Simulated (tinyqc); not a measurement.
Worked calculation: RHF in the sto-3g basis, for BeH2, spin multiplicity 1. Computed by tinyqc, a small Python program that keeps every step (integrals from PySCF). Settings: charge = 0, multiplicity = 1, basis = sto-3g, energy threshold = 1e-10, iteration cap = 82, orthogonalisation = canonical, start = core, DIIS depth = 0, method = RHF. Command: `OMP_NUM_THREADS=1 python tinyqc.py 30493 30494 out.jsonl` (the two numbers bound the seeds that draw the settings). One thread of a shared host (Intel(R) Xeon(R) Processor @ 2.60GHz), about 0.05 s of CPU time with the checks. Later iterations appear only in the table of the cycle.

## One-electron integrals

Geometry (angstrom):
```
atom         x          y         z
Be    0.000000   0.000000  0.000000
H     0.000000   1.872000  0.071000
H     0.000000  -1.825000  0.069000
```

Basis sto-3g: exponents (1/bohr^2) and contraction coefficients of normalised primitives:
```
element  l (shell)   exponent  coefficient
Be           s (1)  30.167871     0.154329
Be           s (1)   5.495115     0.535328
Be           s (1)   1.487193     0.444635
Be           s (2)   1.314833    -0.099967
Be           s (2)   0.305539     0.399513
Be           s (2)   0.099371     0.700115
Be           p (3)   1.314833     0.155916
Be           p (3)   0.305539     0.607684
Be           p (3)   0.099371     0.391957
H            s (1)   3.425251     0.154329
H            s (1)   0.623914     0.535328
H            s (1)   0.168855     0.444635
```

Overlap, kinetic and nuclear-attraction integrals over the contracted functions; the nuclear repulsion is the sum of Za Zb / Rab.

nuclear repulsion = 2.43205743 hartree

overlap S, lower triangle:
```
           1Be 1s    1Be 2s   1Be 2px    1Be 2py   1Be 2pz     2H 1s     3H 1s
1Be 1s   1.000000
1Be 2s   0.259517  1.000000
1Be 2px  0.000000  0.000000  1.000000
1Be 2py  0.000000  0.000000  0.000000   1.000000
1Be 2pz  0.000000  0.000000  0.000000   0.000000  1.000000
2H 1s    0.021424  0.268739  0.000000   0.351973  0.013349  1.000000
3H 1s    0.023819  0.283207  0.000000  -0.367436  0.013892  0.003761  1.000000
```

kinetic energy T (hartree), lower triangle:
```
            1Be 1s    1Be 2s   1Be 2px    1Be 2py   1Be 2pz      2H 1s     3H 1s
1Be 1s    6.693975
1Be 2s   -0.033012  0.211111
1Be 2px   0.000000  0.000000  0.660592
1Be 2py   0.000000  0.000000  0.000000   0.660592
1Be 2pz   0.000000  0.000000  0.000000   0.000000  0.660592
2H 1s    -0.006641  0.012817  0.000000   0.060740  0.002304   0.760032
3H 1s    -0.007185  0.015849  0.000000  -0.068560  0.002592  -0.002163  0.760032
```

nuclear attraction V (hartree), lower triangle:
```
             1Be 1s     1Be 2s    1Be 2px    1Be 2py    1Be 2pz      2H 1s      3H 1s
1Be 1s   -15.133322
1Be 2s    -2.047749  -2.877313
1Be 2px    0.000000   0.000000  -2.814631
1Be 2py    0.000480   0.003941   0.000000  -2.945804
1Be 2pz   -0.000715  -0.007209   0.000000   0.000131  -2.814819
2H 1s     -0.167696  -0.657282   0.000000  -0.835453  -0.032057  -2.498847
3H 1s     -0.186673  -0.702284   0.000000   0.884822  -0.033846  -0.011773  -2.527712
```

core Hamiltonian H = T + V (hartree), lower triangle:
```
            1Be 1s     1Be 2s    1Be 2px    1Be 2py    1Be 2pz      2H 1s      3H 1s
1Be 1s   -8.439347
1Be 2s   -2.080762  -2.666202
1Be 2px   0.000000   0.000000  -2.154039
1Be 2py   0.000480   0.003941   0.000000  -2.285212
1Be 2pz  -0.000715  -0.007209   0.000000   0.000131  -2.154227
2H 1s    -0.174337  -0.644465   0.000000  -0.774713  -0.029753  -1.738815
3H 1s    -0.193858  -0.686434   0.000000   0.816262  -0.031254  -0.013936  -1.767680
```

## Two-electron integrals

Functions are numbered as in S; the eight-fold symmetry (ij|kl) = (ji|kl) = (kl|ij) leaves the list below.

Two-electron integrals (ij|kl) in chemists' order, unique and non-zero (hartree):
```
(11|11) 2.298831    (21|11) 0.392036    (21|21) 0.079539    (22|11) 0.570988
(22|21) 0.143041    (22|22) 0.417683    (31|31) 0.014607    (32|31) 0.021888
(32|32) 0.092265    (33|11) 0.569578    (33|21) 0.143083    (33|22) 0.417589
(33|33) 0.449859    (41|41) 0.014607    (42|41) 0.021888    (42|42) 0.092265
(43|43) 0.024249    (44|11) 0.569578    (44|21) 0.143083    (44|22) 0.417589
(44|33) 0.401360    (44|44) 0.449859    (51|51) 0.014607    (52|51) 0.021888
(52|52) 0.092265    (53|53) 0.024249    (54|54) 0.024249    (55|11) 0.569578
(55|21) 0.143083    (55|22) 0.417589    (55|33) 0.401360    (55|44) 0.401360
(55|55) 0.449859    (61|11) 0.031881    (61|21) 0.006467    (61|22) 0.011747
(61|33) 0.011672    (61|41) 0.000589    (61|42) 0.001111    (61|44) 0.011903
(61|51) 0.000022    (61|52) 0.000042    (61|54) 0.000009    (61|55) 0.011672
(61|61) 0.000553    (62|11) 0.107731    (62|21) 0.027546    (62|22) 0.091979
(62|33) 0.088178    (62|41) 0.003511    (62|42) 0.024453    (62|44) 0.099472
(62|51) 0.000133    (62|52) 0.000927    (62|54) 0.000428    (62|55) 0.088194
(62|61) 0.002483    (62|62) 0.035346    (63|31) 0.002077    (63|32) 0.010679
(63|43) 0.003860    (63|53) 0.000146    (63|63) 0.002562    (64|11) 0.128331
(64|21) 0.033114    (64|22) 0.115142    (64|33) 0.108555    (64|41) 0.005506
(64|42) 0.037370    (64|44) 0.128169    (64|51) 0.000130    (64|52) 0.001012
(64|54) 0.000598    (64|55) 0.108572    (64|61) 0.003070    (64|62) 0.049344
(64|64) 0.070023    (65|11) 0.004867    (65|21) 0.001256    (65|22) 0.004367
(65|33) 0.004117    (65|41) 0.000130    (65|42) 0.001012    (65|44) 0.004568
(65|51) 0.002082    (65|52) 0.010717    (65|54) 0.003877    (65|55) 0.004411
(65|61) 0.000116    (65|62) 0.001871    (65|64) 0.002559    (65|65) 0.002659
(66|11) 0.282220    (66|21) 0.073197    (66|22) 0.274299    (66|33) 0.256513
(66|41) 0.009083    (66|42) 0.086079    (66|44) 0.309391    (66|51) 0.000344
(66|52) 0.003265    (66|54) 0.002006    (66|55) 0.256589    (66|61) 0.006631
(66|62) 0.144104    (66|64) 0.210333    (66|65) 0.007977    (66|66) 0.774606
(71|11) 0.035471    (71|21) 0.007194    (71|22) 0.013061    (71|33) 0.012978
(71|41) -0.000649   (71|42) -0.001224   (71|44) 0.013235    (71|51) 0.000025
(71|52) 0.000046    (71|54) -0.000010   (71|55) 0.012978    (71|61) 0.000559
(71|62) 0.002328    (71|64) 0.002738    (71|65) 0.000111    (71|66) 0.006206
(71|71) 0.000683    (72|11) 0.115515    (72|21) 0.029519    (72|22) 0.098104
(72|33) 0.094072    (72|41) -0.003774   (72|42) -0.025986   (72|44) 0.106052
(72|51) 0.000143    (72|52) 0.000982    (72|54) -0.000453   (72|55) 0.094090
(72|61) 0.002241    (72|62) 0.016523    (72|64) 0.019689    (72|65) 0.000874
(72|66) 0.048898    (72|71) 0.002958    (72|72) 0.039469    (73|31) 0.002277
(73|32) 0.011591    (73|43) -0.004141   (73|53) 0.000157    (73|63) 0.000830
(73|73) 0.002936    (74|11) -0.136139   (74|21) -0.035121   (74|22) -0.121675
(74|33) -0.114669   (74|41) 0.005942    (74|42) 0.039778    (74|44) -0.135536
(74|51) -0.000139   (74|52) -0.001066   (74|54) 0.000632    (74|55) -0.114687
(74|61) -0.002604   (74|62) -0.019445   (74|64) -0.022986   (74|65) -0.001017
(74|66) -0.058131   (74|71) -0.003624   (74|72) -0.054722   (74|74) 0.077223
(75|11) 0.005147    (75|21) 0.001328    (75|22) 0.004600    (75|33) 0.004335
(75|41) -0.000139   (75|42) -0.001066   (75|44) 0.004811    (75|51) 0.002282
(75|52) 0.011631    (75|54) -0.004159   (75|55) 0.004649    (75|61) 0.000106
(75|62) 0.000866    (75|64) 0.001019    (75|65) 0.000875    (75|66) 0.002588
(75|71) 0.000137    (75|72) 0.002069    (75|74) -0.002809   (75|75) 0.003043
(76|11) 0.002318    (76|21) 0.000573    (76|22) 0.001626    (76|33) 0.001612
(76|41) 1.68e-06    (76|42) 0.000010    (76|44) 0.001652    (76|51) 0.000007
(76|52) 0.000034    (76|54) 2.64e-07    (76|55) 0.001613    (76|61) 0.000047
(76|62) 0.000367    (76|64) 0.000463    (76|65) 0.000022    (76|66) 0.001107
(76|71) 0.000052    (76|72) 0.000385    (76|74) -0.000479   (76|75) 0.000022
(76|76) 0.000006    (77|11) 0.289424    (77|21) 0.075057    (77|22) 0.280245
(77|33) 0.261732    (77|41) -0.009533   (77|42) -0.089039   (77|44) 0.316802
(77|51) 0.000360    (77|52) 0.003366    (77|54) -0.002082   (77|55) 0.261811
(77|61) 0.005709    (77|62) 0.046662    (77|64) 0.056110    (77|65) 0.002496
(77|66) 0.143137    (77|71) 0.007572    (77|72) 0.152971    (77|74) -0.222085
(77|75) 0.008397    (77|76) 0.001107    (77|77) 0.774606
```

## Orthogonalisation

S = U s U^T; canonical form X = U s^(-1/2), so that X^T S X = 1. Each column of U has its largest component positive (the first on a tie).

eigenvalues of S: 0.487887  0.548151  0.968150  1.000000  1.003565  1.481403  1.510843

X:
```
                 1          2          3         4          5         6          7
1Be 1s    0.069839  -0.495480   0.803404  0.000000  -0.263702  0.315010  -0.118901
1Be 2s   -0.161515   0.958353  -0.033116  0.000000  -0.025197  0.530242  -0.208410
1Be 2px   0.000000   0.000000   0.000000  1.000000   0.000000  0.000000   0.000000
1Be 2py   0.997963   0.149322   0.002892  0.000000  -0.000617  0.215039   0.535572
1Be 2pz  -0.005988   0.033295   0.321506  0.000000   0.946340  0.017843  -0.007178
2H 1s    -0.609830  -0.660057  -0.384264  0.000000   0.126556  0.469049   0.250484
3H 1s     0.806742  -0.448655  -0.367843  0.000000   0.121236  0.167573  -0.504658
```

## Starting guess

The start is the orbitals of the core Hamiltonian; D = 2 C_occ C_occ^T.

D at the start, lower triangle:
```
            1Be 1s     1Be 2s   1Be 2px    1Be 2py    1Be 2pz      2H 1s     3H 1s
1Be 1s    2.146557
1Be 2s   -0.563645   2.155436
1Be 2px   0.000000   0.000000  0.000000
1Be 2py  -0.000818   0.004587  0.000000   2.146076
1Be 2pz  -0.023824   0.098462  0.000000   0.001162   0.004500
2H 1s     0.013133  -0.019378  0.000000  -0.114804  -0.000928   0.006344
3H 1s     0.010994  -0.008567  0.000000   0.103963  -0.000337  -0.005448  0.005110
```

## Iteration 1: building the Fock matrix

J_ij = sum D_kl (ij|kl), K_ij = sum D_kl (ik|jl); F = H + J - 0.5 K; E = tr D H + tr D J / 2 - 0.25 tr D K + E_nn.

Coulomb J (hartree), lower triangle:
```
           1Be 1s    1Be 2s   1Be 2px    1Be 2py   1Be 2pz     2H 1s     3H 1s
1Be 1s   6.889204
1Be 2s   1.352579  2.809513
1Be 2px  0.000000  0.000000  2.774311
1Be 2py  0.000087  0.000091  0.000000   2.869534
1Be 2pz  0.003548  0.016631  0.000000   0.000040  2.774520
2H 1s    0.110793  0.596956  0.000000   0.741043  0.029475  1.720181
3H 1s    0.123225  0.638106  0.000000  -0.784750  0.031151  0.011181  1.763274
```

exchange K (hartree), lower triangle:
```
           1Be 1s    1Be 2s   1Be 2px    1Be 2py   1Be 2pz      2H 1s     3H 1s
1Be 1s   4.696459
1Be 2s   0.830928  1.093550
1Be 2px  0.000000  0.000000  0.255468
1Be 2py  0.000111  0.000299  0.000000   1.112715
1Be 2pz  0.002361  0.045717  0.000000   0.000384  0.257363
2H 1s    0.076501  0.253355  0.000000   0.280742  0.012076   0.176948
3H 1s    0.084761  0.273800  0.000000  -0.302242  0.012832  -0.004499  0.204249
```

Fock matrix F (hartree), lower triangle:
```
            1Be 1s     1Be 2s   1Be 2px    1Be 2py    1Be 2pz      2H 1s      3H 1s
1Be 1s   -3.898373
1Be 2s   -1.143647  -0.403464
1Be 2px   0.000000   0.000000  0.492537
1Be 2py   0.000511   0.003882  0.000000   0.027965
1Be 2pz   0.001652  -0.013436  0.000000  -0.000021   0.491611
2H 1s    -0.101795  -0.174187  0.000000  -0.174042  -0.006316  -0.107107
3H 1s    -0.113013  -0.185228  0.000000   0.182632  -0.006520  -0.000505  -0.106530
```

total energy of this density = -14.50985657 hartree

## Iteration 1: diagonalisation and new density

Diagonalise F' = X^T F X, C = X C', fill 3 alpha and 3 beta electrons from the bottom; D = 2 C_occ C_occ^T. Each column has its largest component positive (the first on a tie).

F' = X^T F X (hartree), lower triangle:
```
           1          2          3         4          5          6          7
1   0.430076
2   0.052338  -0.035480
3  -0.101330   0.801460  -2.310437
4   0.000000   0.000000   0.000000  0.492537
5   0.033125  -0.266474   0.959452  0.000000   0.163498
6  -0.026105   0.468396  -1.382211  0.000000   0.476287  -1.090459
7   0.093583  -0.165132   0.532859  0.000000  -0.183872   0.349886  -0.329683
```

orbital energies (hartree): MO1 -3.903375, MO2 -0.218940, MO3 -0.202414, MO4 0.214282, MO5 0.445750, MO6 0.492212, MO7 0.492537

coefficients C:
```
               MO1        MO2        MO3        MO4        MO5        MO6       MO7
1Be 1s    0.989399  -0.194388  -0.036277  -0.246033   0.013787   0.002885  0.000000
1Be 2s    0.039116   0.575100   0.110365   0.960478  -0.062123  -0.004838  0.000000
1Be 2px   0.000000   0.000000   0.000000   0.000000   0.000000   0.000000  1.000000
1Be 2py  -0.000272  -0.091471   0.438773   0.057147   1.070948  -0.015149  0.000000
1Be 2pz  -0.000162   0.015545   0.003150   0.005955   0.013244   0.999988  0.000000
2H 1s    -0.004174   0.344047   0.576047  -0.653311  -0.613880  -0.010675  0.000000
3H 1s    -0.004330   0.526665  -0.390529  -0.596603   0.705819  -0.029442  0.000000
```

D after iteration 1, lower triangle:
```
            1Be 1s     1Be 2s   1Be 2px    1Be 2py   1Be 2pz      2H 1s     3H 1s
1Be 1s    2.036027
1Be 2s   -0.154189   0.688902
1Be 2px   0.000000   0.000000  0.000000
1Be 2py   0.003189  -0.008381  0.000000   0.401778
1Be 2pz  -0.006592   0.018562  0.000000  -0.000079  0.000503
2H 1s    -0.183813   0.522548  0.000000   0.442569  0.014327   0.900432
3H 1s    -0.184989   0.519230  0.000000  -0.439054  0.013915  -0.087495  0.859816
```

## Iteration 2: building the Fock matrix

As before.

Coulomb J (hartree), lower triangle:
```
            1Be 1s     1Be 2s   1Be 2px    1Be 2py   1Be 2pz     2H 1s     3H 1s
1Be 1s    6.125757
1Be 2s    1.174740   2.459697
1Be 2px   0.000000   0.000000  2.398192
1Be 2py  -0.000862  -0.003696  0.000000   2.572408
1Be 2pz   0.001869   0.013384  0.000000  -0.000042  2.398435
2H 1s     0.096179   0.596833  0.000000   0.771082  0.030086  2.118692
3H 1s     0.107088   0.634163  0.000000  -0.811680  0.031582  0.009853  2.130572
```

exchange K (hartree), lower triangle:
```
            1Be 1s     1Be 2s   1Be 2px    1Be 2py   1Be 2pz      2H 1s     3H 1s
1Be 1s    4.611722
1Be 2s    0.812814   0.727036
1Be 2px   0.000000   0.000000  0.129645
1Be 2py   0.000022  -0.013117  0.000000   0.709414
1Be 2pz  -0.000513   0.021019  0.000000  -0.000337  0.130387
2H 1s     0.066787   0.418466  0.000000   0.498044  0.017965   1.083920
3H 1s     0.074371   0.435739  0.000000  -0.514416  0.018458  -0.009884  1.076757
```

Fock matrix F (hartree), lower triangle:
```
            1Be 1s     1Be 2s   1Be 2px    1Be 2py    1Be 2pz      2H 1s      3H 1s
1Be 1s   -4.619451
1Be 2s   -1.312428  -0.570023
1Be 2px   0.000000   0.000000  0.179330
1Be 2py  -0.000393   0.006804  0.000000  -0.067511
1Be 2pz   0.001410  -0.004334  0.000000   0.000258   0.179014
2H 1s    -0.111552  -0.256865  0.000000  -0.252653  -0.008650  -0.162083
3H 1s    -0.123955  -0.270141  0.000000   0.261790  -0.008901   0.000859  -0.175486
```

total energy of this density = -15.40243856 hartree

## Iteration 2: diagonalisation and new density

As before.

F' = X^T F X (hartree), lower triangle:
```
           1          2          3         4          5          6          7
1   0.491792
2   0.072570  -0.071691
3  -0.123913   0.999333  -2.807297
4   0.000000   0.000000   0.000000  0.179330
5   0.040725  -0.330945   1.020495  0.000000  -0.169817
6  -0.039846   0.514494  -1.586390  0.000000   0.547839  -1.353302
7   0.079645  -0.185884   0.608680  0.000000  -0.210391   0.404751  -0.478599
```

orbital energies (hartree): MO1 -4.622702, MO2 -0.376757, MO3 -0.323548, MO4 0.177728, MO5 0.179330, MO6 0.250862, MO7 0.505503

coefficients C:
```
               MO1        MO2        MO3        MO4       MO5        MO6        MO7
1Be 1s    0.992160  -0.207511  -0.026546   0.037447  0.000000  -0.221701   0.006537
1Be 2s    0.029476   0.654002   0.087523  -0.146875  0.000000   0.901020  -0.034562
1Be 2px   0.000000   0.000000   0.000000   0.000000  1.000000   0.000000   0.000000
1Be 2py  -0.000039  -0.063814   0.497045  -0.001680  0.000000   0.020502   1.048697
1Be 2pz  -0.000180   0.010786   0.001420   0.986758  0.000000   0.163169  -0.002260
2H 1s    -0.003698   0.333800   0.507304   0.088555  0.000000  -0.666326  -0.658307
3H 1s    -0.003792   0.448063  -0.402134   0.086399  0.000000  -0.641068   0.709909
```

D after iteration 2, lower triangle:
```
            1Be 1s    1Be 2s   1Be 2px    1Be 2py   1Be 2pz      2H 1s     3H 1s
1Be 1s    2.056295
1Be 2s   -0.217582  0.872495
1Be 2px   0.000000  0.000000  0.000000
1Be 2py   0.000019  0.003535  0.000000   0.502251
1Be 2pz  -0.004910  0.014347  0.000000   0.000035  0.000237
2H 1s    -0.172807  0.525195  0.000000   0.461703  0.008643   0.737586
3H 1s    -0.172131  0.515453  0.000000  -0.456943  0.008525  -0.108853  0.724974
```

## Iteration 10 (converged): orbitals

converged F (hartree), lower triangle:
```
            1Be 1s     1Be 2s   1Be 2px    1Be 2py    1Be 2pz      2H 1s      3H 1s
1Be 1s   -4.546730
1Be 2s   -1.292857  -0.563888
1Be 2px   0.000000   0.000000  0.210459
1Be 2py  -0.000078   0.004221  0.000000  -0.058795
1Be 2pz   0.000802  -0.004002  0.000000   0.000241   0.210261
2H 1s    -0.110702  -0.257446  0.000000  -0.254199  -0.007151  -0.165678
3H 1s    -0.123001  -0.268745  0.000000   0.261440  -0.007423   0.003943  -0.174382
```

As before.

F' = X^T F X (hartree), lower triangle:
```
           1          2          3         4          5          6          7
1   0.498645
2   0.070617  -0.066066
3  -0.122576   0.985507  -2.759778
4   0.000000   0.000000   0.000000  0.210459
5   0.040293  -0.326244   1.013210  0.000000  -0.135595
6  -0.036052   0.506006  -1.559351  0.000000   0.540212  -1.338224
7   0.086330  -0.182073   0.599795  0.000000  -0.207896   0.397069  -0.473822
```

orbital energies (hartree): MO1 -4.549981, MO2 -0.375043, MO3 -0.324359, MO4 0.208323, MO5 0.210459, MO6 0.253223, MO7 0.512996

coefficients C:
```
               MO1        MO2        MO3        MO4       MO5        MO6        MO7
1Be 1s    0.992098  -0.209103  -0.016575   0.052936  0.000000  -0.218206   0.008448
1Be 2s    0.029659   0.658148   0.056173  -0.210975  0.000000   0.887344  -0.042039
1Be 2px   0.000000   0.000000   0.000000   0.000000  1.000000   0.000000   0.000000
1Be 2py  -0.000098  -0.038673   0.490660  -0.004623  0.000000   0.028642   1.052725
1Be 2pz  -0.000061   0.007729   0.000503   0.972008  0.000000   0.235739  -0.002728
2H 1s    -0.003490   0.356468   0.496409   0.139875  0.000000  -0.662880  -0.649241
3H 1s    -0.003610   0.428619  -0.428979   0.133845  0.000000  -0.627583   0.710891
```

D after iteration 10, lower triangle:
```
            1Be 1s    1Be 2s   1Be 2px    1Be 2py   1Be 2pz      2H 1s     3H 1s
1Be 1s    2.056514
1Be 2s   -0.218255  0.874389
1Be 2px   0.000000  0.000000  0.000000
1Be 2py  -0.000286  0.004212  0.000000   0.484486
1Be 2pz  -0.003369  0.010227  0.000000  -0.000105  0.000120
2H 1s    -0.172458  0.524780  0.000000   0.459566  0.006010   0.747008
3H 1s    -0.172194  0.515781  0.000000  -0.454117  0.006195  -0.120295  0.735500
```

## Convergence

Stop when the energy changes by less than 1e-10 hartree and every element of the error matrix X^T (F D S - S D F) X is below 3e-06.

Course of the cycle:
```
iteration   E (hartree)     change  largest element of the error matrix
1          -14.50985657          -                             6.10e-01
2          -15.40243856  -8.93e-01                             9.23e-02
3          -15.41403336  -1.16e-02                             1.15e-02
4          -15.41413779  -1.04e-04                             1.17e-03
5          -15.41414342  -5.63e-06                             5.26e-04
6          -15.41414401  -5.97e-07                             1.59e-04
7          -15.41414408  -6.65e-08                             5.33e-05
8          -15.41414409  -7.48e-09                             1.75e-05
9          -15.41414409  -8.50e-10                             5.77e-06
10         -15.41414409  -9.82e-11                             1.90e-06
```

PySCF RHF in the same basis = -15.41414409 hartree

Converged in 10 iterations.

## Populations, bond orders and dipole

Mulliken: Z minus the diagonal of D S on the atom; Loewdin: the same with S^(1/2) D S^(1/2); Mayer order: 2 sum_s sum (D(s) S)_ij (D(s) S)_ji over the two atoms.

Charges (e):
```
atom   Mulliken    Loewdin
1Be    0.089688   0.080677
2H    -0.045725  -0.041310
3H    -0.043964  -0.039367
```

Mayer bond orders:
```
pair     order
2-1   0.977730
3-1   0.977887
3-2   0.020180
```

dipole moment about the origin, x y z (debye): 0.000000  -0.022544  -0.167425
